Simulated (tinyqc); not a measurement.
From kappa back to mass difference Delta M: Debye-Callaway model of lattice thermal conductivity. Computed by tinyqc, a small Python program. Command: `OMP_NUM_THREADS=1 python tinyqc.py 3010966 3010967 out.jsonl callaway inv`. One thread of a shared host (Intel(R) Xeon(R) Processor @ 2.30GHz), about 0.06 s of CPU time with the checks.

Three acoustic branches with one velocity v, cut at omega_D = k_B Theta/hbar; x = hbar omega/(k_B T). v and Theta are separate inputs: Theta cuts off the heat-carrying modes, so C need not reach 3 k_B/V. gamma is an effective value that sets the umklapp rate.

Inputs (values chosen for the exercise, modelled on cadmium telluride):
```
quantity                              value        unit
sound velocity v                       2030         m/s
Debye temperature Theta                 164           K
volume per atom V                        34  angstrom^3
mean atomic mass M                      120           u
effective Grueneisen parameter gamma   2.31           -
umklapp exponent divisor b              2.5           -
alloy fraction f                       0.46           -
Casimir length L                       4500  micrometre
temperature T                           300           K
```

Sample: crystal. Point defects: alloy. Normal processes: left out.

Constants: k_B = 1.380649e-23 J/K; hbar = 1.054571817e-34 J s; u = 1.6605390666e-27 kg.

Method:
- For a random alloy on all sites Gamma = f (1 - f) (Delta M/M)^2, with M the mean mass; strain-field scattering is left out. A = V Gamma/(4 pi v^3).
- Rates: point defects A omega^4; umklapp B omega^2 T exp(-Theta/(b T)) with B = hbar gamma^2/(M v^2 Theta). Boundaries: v/L.
- kappa_1 = c int tau_C g dx, g = x^4 e^x/(e^x - 1)^2, c = (k_B/(2 pi^2 v)) (k_B T/hbar)^3, over 0 < x < min(Theta/T, 40), by 96 Gauss-Legendre points in s with x = x_max s^2; tau_C = tau_R, the inverse of the summed rates, and kappa = kappa_1.
- Heat capacity C = 3 c int g dx / v^2; grey free path 3 kappa/(C v); the median free path v tau_C halves kappa_1 when the quadrature points are ordered by free path (each counted at half its weight, interpolated in the logarithm); likewise at 10 % and 90 %.

Task: A run gave the result below. Find the mass difference Delta M, known to lie between 48 and 88 u.

kappa = 2.924975 W/(m K)

Result:

Each step takes the trial c = (a f_b - b f_a)/(f_b - f_a), f being the result less the target and a, b, c the logarithms of the listed values; c replaces end b, the old b replaces a if the sign of f changed, and otherwise f_a is halved.

Scan of the range:
```
mass difference Delta M (u)  kappa (W/(m K))
48.0                                 3.54488
53.1                                 3.29776
58.7                                 3.06077
65.0                                 2.82978
71.9                                 2.61210
79.5                                 2.40677
88.0                                 2.21123
```

False position (Illinois rule, in the logarithm of the input) inside the bracket:
```
step    end a    end b    trial  kappa (W/(m K))
1     58.7000  65.0000  62.3257          2.92368
2     58.7000  62.3257  62.2559          2.92621
3     62.3257  62.2559  62.2900          2.92497
4     62.2559  62.2900  62.2900          2.92497
```

Kappa falls at every point of a 13-point scan of the range (every second point is shown), so one value fits; it is bracketed by 58.7 and 65.0. Answer: mass difference Delta M = 62.29 u.

Caution: for so large a Gamma the Rayleigh formula is only rough near omega_D.
